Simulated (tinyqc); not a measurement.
Width of the well: quantum-confined Stark effect in a modulator well.

Envelopes on cells of 0.5 angstrom over the well |z| < L/2 and 45 angstrom of barrier on each side, psi = 0 beyond, psi'/m continuous (mean mass between points), c = hbar^2/2m0. The electron sees + e F z and the hole - e F z, each with its offset in the barriers; 1 kV/cm = 1e-5 eV/angstrom. Light holes, band mixing and escape by tunnelling are left out.

Exciton: in-plane function exp(-rho/lam), 1/mu = 1/me + 1/mp, E(lam) = c/(mu lam^2) - (q/eps) times the integral over k of Fm(k)(1 + (k lam/2)^2)^(-3/2), Fm(k) the double integral of psi_e^2 psi_h^2 exp(-k |z - z'|), q = e^2/(4 pi eps0); binding Eb = -E at the minimum. Line at Eg + E_e + E_h - Eb, strength proportional to overlap^2/lam^2.

Constants: hbar^2/2m0 = 3.80998211 eV angstrom^2; e^2/(4 pi eps0) = 14.39964547 eV angstrom; hc = 1239.841984 eV nm.

Inputs chosen for the exercise (near those of an InGaAs well in InAlAs; shifted at random, so the results belong to these values and not to a real crystal):

| symbol | value | unit | meaning |
|---|---|---|---|
| Vc | 0.517 | eV | conduction offset |
| Vv | 0.211 | eV | heavy-hole offset |
| me | 0.0428 | m0 | electron, well |
| meb | 0.072 | m0 | electron, barrier |
| mh | 0.374 | m0 | heavy hole along z, well |
| mhb | 0.441 | m0 | heavy hole, barrier |
| Eg | 0.769 | eV | gap of the well |
| mp | 0.113 | m0 | heavy hole in the plane |
| eps | 13.6 |  | dielectric constant |
| Ls | (50, 66, 84, 104, 126, 150, 170) | angstrom | widths |
| F_L | 108 | kV/cm | field for this table |

Zero-field line, its shift at F_L and the relative strength.

Results:

| L (angstrom) | line at F = 0 (nm) | Eb (meV) | shift (meV) | relative strength | shift x strength (meV) |
|---|---|---|---|---|---|
| 50 | 1360.5 | 6.59 | -3.15 | 0.940 | 2.96 |
| 66 | 1431.4 | 6.30 | -6.65 | 0.824 | 5.48 |
| 84 | 1482.2 | 6.02 | -12.95 | 0.606 | 7.85 |
| 104 | 1518.4 | 5.74 | -22.63 | 0.352 | 7.97 |
| 126 | 1544.1 | 5.47 | -35.95 | 0.158 | 5.67 |
| 150 | 1562.6 | 5.21 | -53.13 | 0.053 | 2.81 |
| 170 | 1573.3 | 5.02 | -69.23 | 0.018 | 1.25 |

The shift grows with exponent 2.69 in L over the first two rows and 2.11 over the last two, against 4 for hard walls at second order; leakage lowers it in narrow wells and saturation in wide ones. The strength falls from 0.94 to 0.02, and the product of the two is largest at 104 angstrom.

Run: tinyqc, `OMP_NUM_THREADS=1 python tinyqc.py 1282279 1282280 out.jsonl`; Intel(R) Xeon(R) Processor @ 2.30GHz, one thread, shared host; about 0.3 s of CPU time with all checks.
